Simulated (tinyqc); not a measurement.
Inside a calculation: inversion layer as a triangular well, valleys of the Si type. Values are carried at full precision from step to step, so a last printed digit may differ when a step is redone from the rounded ones.

Six ellipsoidal valleys with their long axes along the cube axes, mass ml along the axis and mt across it. For a valley whose axis makes the angle theta with the surface normal, 1/m_z = cos^2(theta)/ml + sin^2(theta)/mt sets the confinement; in the plane the masses are m_1 = mt and m_2 = ml mt/m_z, and m_d = sqrt(m_1 m_2).

Constants: e^2/(4 pi eps0) = 14.39964547 eV angstrom; hbar^2/2m0 = 3.80998211 eV angstrom^2; kB = 8.617333262e-05 eV/K.

Inputs chosen for the exercise (near those of Si; shifted at random, so the results belong to these values and not to a real crystal): ml = 0.899 m0 (longitudinal mass); mt = 0.193 m0 (transverse mass); face = 100 (surface); eps = 11.7 (dielectric constant); Ns = 2.9 x 1e12/cm^2 (electron sheet density); Nd = 0.22 x 1e12/cm^2 (depletion charge); eta = 0.75 (share of Ns in the effective field); T = 77 K (temperature); tox = 25 angstrom (SiO2-equivalent oxide thickness).

## Valley masses on the (100) face

Group the valleys by their angle to the normal, heaviest m_z first.

Valleys (masses in m0):
```
valleys g  cos^2(theta)     m_z     m_1     m_2     m_d
2                1.0000  0.8990  0.1930  0.1930  0.1930
4                0.0000  0.1930  0.1930  0.8990  0.4165
```

The 2 valleys with the heaviest m_z will give the lowest ladder of subbands.

## Effective field

The field is taken as constant, e F = 4 pi (e^2/4 pi eps0)(Nd + eta Ns)/eps, with 1e12/cm^2 = 1e-4/angstrom^2, and the oxide as a hard wall at z = 0; c = hbar^2/2m0.

Find e F, and F in MV/cm (1 MV/cm = 0.01 V/angstrom).

e F = 0.00370409 eV/angstrom
F = 0.3704 MV/cm

## Subband ladders

Level j of a valley lies at E_j = a_j (c (e F)^2/m_z)^(1/3) above the band edge at the surface, with the Airy zeros a_j = 2.338107, 4.087949, 5.520560, 6.786708, 7.944134, 9.022651, 10.040174, 11.008524, 11.936016, 12.828777, and has <z> = 2 E_j/(3 e F).

The ten lowest levels of all groups of valleys together, j = 0, 1, ..., c = hbar^2/2m0; primes mark the groups with lighter m_z.

Subbands:
```
label  valleys g  m_d (m0)  E (eV)  <z> (angstrom)
0              2    0.1930  0.0906           16.30
0'             4    0.4165  0.1513           27.23
1              2    0.1930  0.1584           28.50
2              2    0.1930  0.2139           38.49
3              2    0.1930  0.2629           47.32
1'             4    0.4165  0.2645           47.60
4              2    0.1930  0.3078           55.39
5              2    0.1930  0.3496           62.91
2'             4    0.4165  0.3572           64.29
6              2    0.1930  0.3890           70.01
```

The second subband is 0', 60.7 meV above the first.

## Fermi level and populations

Subband i holds n_i = g m_d/(2 pi c) kB T ln(1 + exp((EF - E_i)/kB T)) (spin included), and EF is fixed by sum n_i = Ns over the levels listed or, where none are listed, over j = 0 to 9 of each group; 1e12/cm^2 = 1e-4/angstrom^2.

Solve for EF; c = hbar^2/2m0. The mean distance is sum n_i <z>_i/Ns.

EF = 0.1081 eV

Populations:
```
label  (EF - E)/kB T  n (1e12/cm^2)  share (%)
0               2.63          2.893       99.7
0'             -6.51          0.007        0.2
1              -7.58          0.001        0.0
2             -15.95          0.000        0.0
3             -23.34          0.000        0.0
1'            -23.58          0.000        0.0
4             -30.10          0.000        0.0
5             -36.39          0.000        0.0
2'            -37.54          0.000        0.0
6             -42.34          0.000        0.0
```

mean distance from the surface = 16.33 angstrom

The lowest subband holds 99.7 % of the electrons and is degenerate (EF more than 2 kB T above its edge).

## Effect on the gate capacitance

The charge sits at the mean distance <z> from the surface, which adds (3.9/eps) <z> to the oxide thickness; C/Cox = tox/(tox + 3.9 <z>/eps). The density-of-states term is left out.

added thickness = 5.44 angstrom
C/Cox = 0.821

## Checks

- Lowest level by finite differences against the Airy formula, eV: both 0.0906.

(tinyqc, `OMP_NUM_THREADS=1 python tinyqc.py 1280071 1280072 out.jsonl`, Intel(R) Xeon(R) Processor @ 2.30GHz, 1 thread, shared host, about 0.02 s.)
